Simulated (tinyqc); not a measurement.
What moves the results: tunnelling through a thin dielectric with one trap, as a tight-binding chain. A value that a table varies takes the place of the one given here.

Hopping -t everywhere, t = c/(m a^2), c = hbar^2/2m0; lead sites at 2t (band bottom 0), barrier sites 1 to N at 2t + phi, and site j has U besides. No voltage. Leads give S = -t exp(ika) on sites 1 and N, cos(ka) = 1 - E/(2t). T = (2 t sin(ka))^2 |G_1N|^2, G = (E - H - S)^-1. In the barrier cosh(q a) = 1 + (phi - E)/(2t).

Resonance: the lowest eigenvalue of H + S(E), iterated until its real part equals E (40 rounds from Eb = phi + 2t - sqrt(4t^2 + U^2), the level in an endless barrier). With v the normalised squared amplitudes of that state, Gamma_L = 2 t sin(ka) v_1, Gamma_R = 2 t sin(ka) v_N; Breit-Wigner T = Gamma_L Gamma_R/((E - Er)^2 + (Gamma_L + Gamma_R)^2/4).

Constants: hbar^2/2m0 = 3.80998211 eV angstrom^2.

Values chosen for the exercise (barrier and mass of the size used for Al2O3 on silicon; shifted at random, so the results belong to these values and not to a real crystal): a = 3 angstrom (site spacing); m = 0.33 m0 (mass, the same in leads and barrier); phi = 1.98 eV (conduction edge of the barrier above that of the leads); N = 10 (barrier sites); j = 7 (site of the trap); U = -2.48 eV (extra energy on the trap site); E = 1.14 eV (electron energy).

## Transmission around the level

Er = 0.97805 eV

widths (meV): left 0.049139, right 8.4267

Energies Er + x (Gamma_L + Gamma_R).

T:
```
x     E (eV)     chain  Breit-Wigner   no trap
-8.0  0.9102  5.92e-05      8.97e-05  8.27e-08
-3.0  0.9526  0.000534      0.000623  1.14e-07
-1.0  0.9696   0.00439       0.00461  1.30e-07
-0.5  0.9738    0.0113        0.0115  1.34e-07
0.0   0.9781    0.0231        0.0231  1.38e-07
0.5   0.9823    0.0119        0.0115  1.43e-07
1.0   0.9865   0.00488       0.00461  1.48e-07
3.0   1.0035  0.000735      0.000623  1.69e-07
8.0   1.0459  0.000138      8.97e-05  2.35e-07
```

At Er the chain gives 0.0231, 1.66e+05 times the value without trap, and Breit-Wigner 0.0231. In the wings the single pole gives 1.52 times the chain value at x = -8 and 0.649 times at x = 8, because the widths and the level shift change with energy.

## Where a trap does most harm

The trap is moved through the barrier. The area under the resonance, 2 pi Gamma_L Gamma_R/(Gamma_L + Gamma_R), sets the current through it.

Against position:
```
j  Er (eV)  Gamma_L (meV)  Gamma_R (meV)      peak  area (meV)
3   0.9807           47.6        0.00907  0.000761      0.0570
4   0.9781           8.43         0.0491    0.0231       0.307
5   0.9775           1.51          0.272     0.517        1.45
6   0.9775          0.272           1.51     0.517        1.45
7   0.9781         0.0491           8.43    0.0231       0.307
8   0.9807        0.00907           47.6  0.000761      0.0570
```

The area is largest at j = 5 and 6 (1.45 meV) and 25.4 times smaller at j = 3: the slower of the two steps limits the current, so traps in the middle carry most. Each site towards a lead multiplies its width by about 5.56, close to exp(2 q a) = 5.56 at Eb.

## Direct against trap-assisted paths

N odd, the trap in the middle, j = (N + 1)/2. Direct T is that without trap at the energy Er; area = 2 pi Gamma_L Gamma_R/(Gamma_L + Gamma_R). The exponents are the slopes of the logarithms between the last two rows, per angstrom.

Against thickness:
```
N   N a (angstrom)  Er (eV)  direct T  area (meV)
5             15.0   0.9826  0.000744         152
7             21.0   0.9787  2.38e-05        26.6
9             27.0   0.9776  7.67e-07        4.75
11            33.0   0.9774  2.48e-08       0.853
13            39.0   0.9773  8.02e-10       0.153
15            45.0   0.9773  2.60e-11      0.0276
17            51.0   0.9773  8.41e-13     0.00497
```

exponents (1/angstrom): direct 0.5717, through the trap 0.2859

The direct path falls as exp(-0.572 d) and the path through a central trap as exp(-0.286 d), 2.00 times more slowly, since each step crosses half the layer. From 5 to 17 sites the first loses 8.9 decades and the second 4.5: in thicker layers even few traps rule the leakage. Inelastic capture with phonons is left out.

## What each parameter does

Resonance and log10 T at E. Each row changes one parameter from the base and keeps the others.

Results:
```
case           Er (eV)  Gamma_L (meV)  Gamma_R (meV)  log10 T
base            0.9781        0.04914          8.427   -4.351
m = 0.304 m0    1.0371        0.09667          11.85   -3.688
phi = 2.08 eV   1.0783        0.04859          8.330   -3.807
N = 11          0.9775        0.04889          1.510   -5.045
j = 6           0.9775         0.2717          1.510   -4.360
U = -2.406 eV   1.0294        0.06103          9.230   -4.027
```

The largest shifts from the base row, up to three for each result and ties (the steps differ in size, so this ranks the rows, not the parameters). Er (eV): phi +0.1003, m +0.0591, U +0.0513. Gamma_L (meV): j +0.223, m +0.0475, U +0.0119. Gamma_R (meV): N -6.92, j -6.92, m +3.43. log10 T: N -0.694, m +0.662, phi +0.544.

Computed by tinyqc, a small Python program: `OMP_NUM_THREADS=1 python tinyqc.py 1452344 1452345 out.jsonl` (the numbers bound the seed that draws the inputs); one thread of a shared host (Intel(R) Xeon(R) Processor @ 2.30GHz), about 0.1 s for the whole set of steps.
